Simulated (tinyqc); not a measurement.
Round or elliptic silicon nanowire with anisotropic valleys (Ritz method), step by step. Values are carried at full precision from step to step, so a last printed digit may differ when a step is redone from the rounded ones.

Wire along x = [110] on a (001) wafer, y = [-110], z = [001]. Valley groups (w = inverse masses): A, two valleys along z: w_y = 1/mt, w_z = 1/ml, m_x = mt; B, four valleys in the wafer plane: w_y = (1/ml + 1/mt)/2, w_z = 1/mt, m_x = (ml + mt)/2.

Constants: hbar^2/2m0 = 3.80998211 eV angstrom^2; kB = 8.617333262e-05 eV/K.

Inputs chosen for the exercise (near those of a Si nanowire; shifted at random, so the results belong to these values and not to a real crystal): ml = 0.9 m0 (longitudinal mass); mt = 0.187 m0 (transverse mass); a = 35 angstrom (semi-axis along y); b = 35 angstrom (semi-axis along z); group = A (valley group worked out); T = 300 K (temperature).

## Stretching the ellipse

Scaling y by 1/sqrt(w_y) and z by 1/sqrt(w_z) makes the mass 1 and the semi-axes A = a/sqrt(w_y), B = b/sqrt(w_z). List them with the one-function estimate 3c (1/A^2 + 1/B^2) and the slender limit c (pi/2s)^2 (1 + 2s/(pi l)), s and l the smaller and larger of A, B; c = hbar^2/2m0.

Groups:
```
group  g      A      B  axis ratio  one function (eV)  slender limit (eV)
A      2  15.14  33.20       2.194             0.0603              0.0529
B      4  19.48  15.14       1.287             0.0800              0.0613
```

The one-function value suits axis ratios near 1 and the slender limit ratios well above 2.

## Matrices of three even functions

Hard wall on the ellipse (y/a)^2 + (z/b)^2 = 1, c = hbar^2/2m0. With u = y/a, v = z/b the operator is -c [(w_y/a^2) d2/du2 + (w_z/b^2) d2/dv2] on the unit disc. Basis (1 - u^2 - v^2) u^i v^j; S, X and Y are the disc integrals of f f', (df/du)(df'/du) and (df/dv)(df'/dv), from the integral of u^p v^q = 2 Gamma((p+1)/2) Gamma((q+1)/2)/((p + q + 2) Gamma((p+q+2)/2)) for even p, q; H = c (w_y X/a^2 + w_z Y/b^2).

Basis 1, u^2, v^2 times (1 - u^2 - v^2); form S and H for the chosen group.

S:
```
            1       u^2       v^2
1    1.047198  0.130900  0.130900
u^2  0.130900  0.039270  0.013090
v^2  0.130900  0.013090  0.039270
```

H (meV):
```
           1      u^2      v^2
1    63.1077  10.5179  10.5179
u^2  10.5179  12.6527   1.3147
v^2  10.5179   1.3147   5.7537
```

## Lowest level in this basis

Solve H p = E S p for the wire level; give E, the ratios p2/p1 and p3/p1, and H11/S11.

E = 57.2 meV

ratios: -0.25  -0.83

one function = 60.3 meV

The two added functions lower the level by 3.1 meV (5.2 %), mostly by narrowing the state along v, the direction in which the stretched ellipse is long.

## Subbands

Converged values use 21 functions of each parity class (e or o in u, then in v).

The nine lowest levels of all groups and parity classes.

Subbands:
```
group, parity  g  m_x (m0)  E (eV)
A ee           2    0.1870  0.0571
B ee           4    0.5435  0.0770
A eo           2    0.1870  0.0961
A ee           2    0.1870  0.1493
B oe           4    0.5435  0.1712
A oe           2    0.1870  0.1919
A eo           2    0.1870  0.2176
B eo           4    0.5435  0.2195
A oo           2    0.1870  0.2536
```

At 300 K and without degeneracy the populations go as g sqrt(m_x) exp(-E/kB T): among these nine the lowest level holds 35 % and the light transport mass mt 44 % of the electrons.

## Checks

- Circle of radius a with both masses mt against c (2.404826/R)^2/m, eV: both 0.0962.

tinyqc: `OMP_NUM_THREADS=1 python tinyqc.py 1280941 1280942 out.jsonl`; about 0.07 s, one thread, shared Intel(R) Xeon(R) Processor @ 2.30GHz.
